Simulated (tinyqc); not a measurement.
Inside a calculation. Method: tight binding, honeycomb lattice. One step of it, computed by the program tinyqc.

Question. Bloch Hamiltonian at K. H_AB = -t1 (1 + exp(-i k.a1) + exp(-i k.a2)); H_AA = delta - 2 t2 sum cos(k.b + phi), H_BB = -delta - 2 t2 sum cos(k.b - phi), b = a1, a2 - a1, -a2.

Parameters chosen for this model:
```
parameter     value                        unit
t1         2.300000                 eV, nearest
t2                0       eV, second neighbours
phi        1.570000  rad, phase of t2 (Haldane)
delta             0          eV, +/- on A and B
```

k point K (fractions of the reciprocal vectors): 0.333333  0.666667

Give: H(k) at K.

Answer.

H(k) at K (eV):
```
        A       B
A  0.0000  0.0000
B  0.0000  0.0000
```
